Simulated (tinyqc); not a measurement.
Fully depleted semiconductor-on-insulator film with two gates, non-linear Poisson equation by Newton steps: one step of the calculation.

One dimension across the film, front interface at x = 0, back interface at x = ts. psi is counted from the intrinsic level, n = ni exp(psi/Vt) (source grounded), holes neglected, acceptors ionised. Gates act through Cox = eps0 eox/tox and Cbox = 3.9 eps0/tb with potentials G1 = Vg - (phiM - chi - Vt ln(Nc/ni)) and G2 = Vb - (phiB - chi - Vt ln(Nc/ni)). Classical Boltzmann densities, no interface charge, no depletion in the back plane.

Question. Capacitances and gate potentials. ni = sqrt(Nc Nv) exp(-Eg/(2 Vt)), Eg in volts; Cox, Cbox, G1, G2 as defined; Cs = eps0 eps_r/ts; a = eps0 eps_r/h with h = ts/11; coupling ratio of a depleted film Cs Cbox/(Cox (Cs + Cbox)).

Values chosen for this exercise; band and dielectric values close to those of silicon: temperature T = 250 K; band gap Eg = 1.13 eV; relative permittivity eps_r = 11.5; conduction-band density of states at T Nc = 2.1e19 cm^-3; valence-band density of states at T Nv = 2e19 cm^-3; electron affinity chi = 4.06 eV; relative permittivity of the gate insulator (close to silicon dioxide) eox = 3.9; insulator thickness tox = 1.5 nm; film thickness ts = 5.6 nm; buried-oxide thickness (eps_r 3.9) tb = 8.3 nm; work function of the front gate phiM = 4.51 eV; work function of the back plane phiB = 5.11 eV; back-gate voltage Vb = 0 V; front-gate voltage Vg = 1.17 V.

Constants: q = 1.602176634e-19 C, kB = 1.380649e-23 J/K, Vt = kB T/q, eps0 = 8.8541878128e-14 F/cm where lengths are in cm. Results are converted to the units shown.

Give: ni; Cox; Cbox; Cs; a; G1; G2; coupling ratio.

Answer.

ni = 8.351e7 cm^-3
Cox = 2.302 uF/cm^2
Cbox = 0.4160 uF/cm^2
Cs = 1.818 uF/cm^2
a = 20.00 uF/cm^2
G1 = 1.286 V
G2 = -0.4845 V
coupling ratio = 0.1471

Range of the model: In so thin a film or at such density quantum confinement moves the charge away from the interfaces and raises the threshold.

Computed by the program tinyqc: `OMP_NUM_THREADS=1 python tinyqc.py 2190124 2190125 out.jsonl`, one thread of a shared Intel Xeon 2.30GHz, about 0.7 s for the whole run.
